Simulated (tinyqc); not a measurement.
Admittance spectroscopy of a deep trap: one step of the calculation.

Schottky contact on an n-type layer with shallow donors Nd (all ionised) and a donor-like deep trap, neutral when filled and positive when empty; depletion approximation. Traps within lam of the depletion edge stay filled. The traps at xt = W - lam, where the level crosses the Fermi level, follow a slow signal and not a fast one. w = 2 pi f.

Question. Widths and limiting capacitances. lam = sqrt(2 eps0 eps_r (EF - ET)/(q Nd)), EF - ET = Et - (kB T/q) ln(Nc(T)/Nd), Nc(T) = Nc (T/300 K)^1.5. In the steady state at the band bending V, 2 eps0 eps_r V/q = Nd W^2 + Nt (W - lam)^2 (the second term only if W > lam). V = Vbi + Vr. C_HF = eps0 eps_r/W, C_LF = eps0 eps_r (Nd + Nt)/(Nd W + Nt xt).

Values chosen for this exercise; material values those of a made-up semiconductor:
```
symbol,value,unit,meaning
eps_r,9.72,,relative permittivity
Nc,2.67e19,cm^-3,conduction-band density of states at 300 K
Nd,1.9e16,cm^-3,shallow donor density
Vbi,0.72,V,built-in voltage
Et,0.27,eV,depth of the trap below the conduction edge
Nt,5.7e15,cm^-3,trap density
Vr,0.8,V,reverse bias
T,178,K,temperature
```

Constants: q = 1.602176634e-19 C, kB = 1.380649e-23 J/K, eps0 = 8.8541878128e-14 F/cm where lengths are in cm. Results are converted to the units shown.

Find: lam; W; xt; C_HF; C_LF.

Answer.

lam = 98.283 nm
W = 276.45 nm
xt = 178.16 nm
C_HF = 31.132 nF/cm^2
C_LF = 33.914 nF/cm^2

The step is 8.94 % of C_HF.

Program tinyqc, `OMP_NUM_THREADS=1 python tinyqc.py 2050114 2050115 out.jsonl`; Intel Xeon 2.30GHz, shared host, one thread, about 0.01 s.
